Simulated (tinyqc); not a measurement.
Elastic strain and critical thickness of a cubic alloy layer A(1-x)B(x) on a thick substrate: one step, computed by the program tinyqc. Command: `OMP_NUM_THREADS=1 python tinyqc.py 3003915 3003916 out.jsonl misfit walk`. One thread of a shared host (Intel(R) Xeon(R) Processor @ 2.30GHz), about 0.01 s of CPU time with the checks.

Strain is positive in tension. The layer is coherent with the substrate unless said otherwise.

Task: Symmetric X-ray reflection. Reflection 111: d = a_perp/sqrt(3), with a_perp = a (1 + e_perp) for the coherent layer, a for the relaxed layer and a_S for the substrate; sin(theta) = lambda/(2 d).

Inputs (values chosen for the exercise, modelled on Ga(1-x)In(x)As on GaAs): substrate lattice constant a_S = 5.653 angstrom; X-ray wavelength = 1.540593 angstrom.

Growth plane: (111).

free lattice constant a = 5.80285 angstrom

normal strain e_perp = 0.01304362

Give: Bragg angles; peak separation of the coherent layer.

Result:

Bragg angles:

| crystal | a_perp (angstrom) | theta (degrees) | from substrate (arcsec) |
|---|---|---|---|
| substrate | 5.653 | 13.65 | 0 |
| coherent layer | 5.879 | 13.12 | -1920 |
| relaxed layer | 5.803 | 13.29 | -1293 |

peak separation of the coherent layer = -1920 arcsec

Caution: above about 2 % misfit, linear elasticity is rough and compressed layers tend to form islands before dislocations.
